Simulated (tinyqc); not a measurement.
## Polarisation charge from two barrier thicknesses

Inverse problem. Voff = phiB - dEc - q sigma d/(eps0 eb). Find sigma, phiB - dEc and the thickness at which Voff = 0.

Constants: q = 1.602176634e-19 C, eps0 = 8.8541878128e-14 F/cm where lengths are in cm. Results are converted to the units shown.

Voff at d = 16 and 27 nm (V): [-4.1988385, -7.5956650]
eb = 9.2272000

Answer. Voff is a straight line in d: its slope is -q sigma/(eps0 eb) and its intercept phiB - dEc.

sigma = 1.57e13 cm^-2
phiB - dEc = 0.742 V
thickness for Voff = 0 = 2.40 nm

Computed by the program tinyqc: `OMP_NUM_THREADS=1 python tinyqc.py 2180172 2180173 out.jsonl`, one thread of a shared Intel Xeon 2.30GHz, about 0.01 s for the whole run.
